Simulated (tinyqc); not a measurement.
Inside a calculation. Model: chemical-mechanical planarisation: Preston law, pattern density and step-height reduction. Computed by tinyqc, a small Python program that keeps every step. Command: `OMP_NUM_THREADS=1 python tinyqc.py 3025015 3025016 out.jsonl cmp walk`. One thread of a shared host (Intel(R) Xeon(R) Processor @ 2.30GHz), about 0.01 s of CPU time with the checks. Intermediate numbers are printed to about 5 digits and carried at full precision; extremes and crossings named in words are read from the listed rows.

A row of 12 cells, repeated periodically, holds raised features that cover a share rho of each cell.

Inputs (values chosen for the exercise, close to those used for copper polishing):
```
quantity                          value  unit
Preston coefficient K           1.2e-13  1/Pa
pressure P                           11   kPa
platen and carrier speed             80   rpm
distance between the centres         14    cm
initial step height h0              270    nm
contact height h_c                   53    nm
film above the raised areas z0      500    nm
cell size                           1.5    mm
planarisation length                2.9    mm
polish time t                        98     s
```

local pattern densities, cell by cell: 0.25  0.3  0.9  0.1  0.3  0.25  0.7  0.7  0.3  0.8  0.3  0.25

## Blanket rate

With equal rotation speeds the relative speed is uniform, v = omega r_c; Preston rate R0 = K P v.

relative speed v = 1.1729 m/s

blanket rate R0 = 1.5482 nm/s

## Effective density

The stiff pad averages the density: rho_eff(i) = sum_j w_ij rho_j / sum_j w_ij, w = exp(-2 d^2/L^2), L the planarisation length and d the distance between cell centres, summed over all periodic images of cell j.

normalised weights (images included) for cells 0, 1, 2, ... apart: 0.41270  0.24169  0.04854  0.00334  0.00008  0.00000  0.00000

effective densities: 0.29741  0.42083  0.49655  0.36124  0.28945  0.38779  0.55072  0.58358  0.53660  0.52451  0.40775  0.29357

Local densities span 0.1 to 0.9, effective ones 0.289 to 0.584.

## State at time t

While h > h_c only raised areas polish, at R0/rho_eff, until t_c = rho_eff (h0 - h_c)/R0. After that h = h_c exp(-(t - t_c)/tau), tau = rho_eff h_c/R0; low areas polish at R0 (1 - h/h_c) and raised areas at R0 [1 + (1 - rho_eff) h/(rho_eff h_c)]. Removed from raised areas after t_c: h0 - h_c + R0 (t - t_c) + (1 - rho_eff)(h_c - h); from low areas: R0 (t - t_c) - rho_eff (h_c - h). Film left = z0 less the removal from raised areas.

Cells:
```
cell  rho_eff  t_c (s)  step h (nm)  removed, raised (nm)  removed, low (nm)  film left on raised areas (nm)
1     0.29741   41.686        0.210                341.27             71.483                          158.73
2     0.42083   58.985        3.533                306.05             39.585                          193.95
3     0.49655   69.599        9.970                282.63             22.603                          217.37
4     0.36124   50.634        1.150                323.45             54.601                          176.55
5     0.28945   40.571        0.161                343.45             73.616                          156.55
6     0.38779   54.355        1.979                315.81             47.785                          184.19
7     0.55072   77.192       17.577                265.13             12.707                          234.87
8     0.58358   81.797       23.553                254.35              7.900                          245.65
9     0.53660   75.212       15.329                269.74             15.066                          230.26
10    0.52451   73.517       13.555                273.66             17.215                          226.34
11    0.40775   57.152        2.840                309.95             42.788                          190.05
12    0.29357   41.149        0.185                342.33             72.511                          157.67
```

range of film left across the row = 89.107 nm

largest remaining step = 23.553 nm

thinnest film left = 156.55 nm

12 of 12 cells have reached contact. The cell with the lowest rho_eff has lost the most film from its raised areas.

## Local against global planarity over time

Times are multiples of h0/R0; the range is the largest minus the smallest removal from raised areas.

Steps and range (nm):
```
multiple   t (s)  largest step  smallest step  range across the row  mean removal from raised areas
0.10       17.44        223.73         176.72                 47.01                           66.85
0.20       34.88        177.47          83.44                 94.03                          133.71
0.30       52.32        131.20          16.19                122.54                          196.39
0.45       78.48         61.80           1.16                104.33                          264.81
0.60      104.64         16.89           0.08                 86.39                          313.70
0.80      139.52          2.95           0.00                 80.64                          369.77
1.00      174.40          0.51           0.00                 79.63                          424.07
1.30      226.72          0.04           0.00                 79.43                          505.12
1.70      296.48          0.00           0.00                 79.41                          613.12
```

Local steps shrink to 0.01 nm or less, but the range across the row reaches up to 122.5 nm among these rows and ends at 79.4 nm, against the limit (largest - smallest rho_eff) h0 = 79.4 nm: once flat, all cells polish alike and the difference stays. Evener density (dummy fill), a longer planarisation length or a smaller initial step reduces it. Caution: in the last rows the removal passes z0 somewhere, so they describe a thicker film than the one given.

Checks made by the program: volume removed per cell equals R0 t (relative difference below 1e-10).
